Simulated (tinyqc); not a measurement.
First phase against the interface composition: thermodynamics of metal silicides: hull, first phase, silicon consumed, nucleation and stability against SiO2. Computed by tinyqc, a small Python program. Command: `OMP_NUM_THREADS=1 python tinyqc.py 3007304 3007305 out.jsonl silphase walk`. One thread of a shared host (Intel(R) Xeon(R) Processor @ 2.30GHz), about 0.01 s of CPU time with the checks.

Entropies of formation of the solids are neglected, so heats stand for free energies. Si fractions: M2Si 0.3333, MSi 0.5000, MSi2 0.6667.

Inputs (values chosen for the exercise, for a model metal): heat of formation of M2Si = -47.3 kJ/mol atoms; heat of formation of MSi = -59.4 kJ/mol atoms; heat of formation of MSi2 = -25.6 kJ/mol atoms.

Phases: M2Si, MSi, MSi2.

Method. Effective heat of formation: at the interface the mixture has the Si fraction x_e; the limiting element scales the heat, H_eff = H x_e/x if x_e < x, H (1 - x_e)/(1 - x) otherwise. The rule names the most negative as the first phase; its restriction to congruently melting phases is left out here.

H_eff (kJ/mol atoms):
```
x_e       M2Si      MSi     MSi2  first phase
0.10  -14.1900  -11.880   -3.840         M2Si
0.20  -28.3800  -23.760   -7.680         M2Si
0.30  -42.5700  -35.640  -11.520         M2Si
0.36  -45.4080  -42.768  -13.824         M2Si
0.42  -41.1510  -49.896  -16.128          MSi
0.48  -36.8940  -57.024  -18.432          MSi
0.54  -32.6370  -54.648  -20.736          MSi
0.60  -28.3800  -47.520  -23.040          MSi
0.66  -24.1230  -40.392  -25.344          MSi
0.75  -17.7375  -29.700  -19.200          MSi
```

Each phase is a triangle with its apex at its own composition. In order of x_e the first phase is M2Si, then MSi. On either side of all three the ranking is that of H/x (Si-poor) or H/(1 - x) (Si-rich).
